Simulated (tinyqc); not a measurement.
Shortcuts against the integral: sheet resistance and Hall data of a diffused or implanted layer. Computed by tinyqc, a small Python program. Command: `OMP_NUM_THREADS=1 python tinyqc.py 3028318 3028319 out.jsonl layer walk`. One thread of a shared host (Intel(R) Xeon(R) Processor @ 2.30GHz), about 0.01 s of CPU time with the checks.

Carriers are taken equal to the net active doping down to the junction (full ionisation, which deep dopants in wide-gap hosts do not reach; no spill-over, no depletion), and the Hall factor is 1.

Inputs (values chosen for the exercise, modelled on silicon in GaN):
```
quantity,value,unit
mu_min,55.7,cm^2/(V s)
mu_max,1000,cm^2/(V s)
N_ref,1.9e+17,1/cm^3
exponent alpha,1,-
peak concentration N_0,4e+20,1/cm^3
length scale l,17,nm
background doping N_B (opposite type),1.5e+14,1/cm^3
solubility limit N_s,7.9e+19,1/cm^3
```

Profile: box. Activation: limited by solubility.

Constants: e = 1.602176634e-19 C.

Method:
- N(x) = N_0 down to x_j = l, dose N_0 l.
- Mobility mu = mu_min + (mu_max - mu_min)/(1 + (N_t/N_ref)^alpha), N_t = active doping + N_B; carriers n = active doping - N_B, active doping min(N, N_s).
- Integrals from x_0 (0 unless stated) to x_j by the midpoint rule on 400 even intervals: 1/R_s = e int n mu dx; sheet density n_s = int n dx; Hall sheet density (int n mu dx)^2/int n mu^2 dx; Hall mobility int n mu^2 dx/int n mu dx.
- Mean conductivity 1/(R_s x_j); mean mobility 1/(e n_s R_s).
- Shortcuts: R_s = 1/(e Q mu) with the dose Q and the mobility at the (active) peak concentration; 1/(e n_s mu) with mu at N_t = n_s/x_j + N_B; 1/(e Q mu_max).

sheet resistance R_s = 801.759 ohm

dose = 6.80e+14 1/cm^2

sheet density n_s = 1.34300e+14 1/cm^2

junction depth x_j = 17 nm

Sheet resistances:
```
method,R_s (ohm),deviation (%)
integral,801.76,0.000
"dose, mobility at the peak",158.35,-80.250
"n_s, mobility at the mean concentration",801.76,0.000
"dose, mu_max",9.18,-98.855
```

What follows from these numbers?

The closest shortcut is «n_s, mobility at the mean concentration» (0.0 %). Counting inactive dopants as carriers underestimates R_s.

Extremes, crossings and ranges named in words are read from the listed rows.
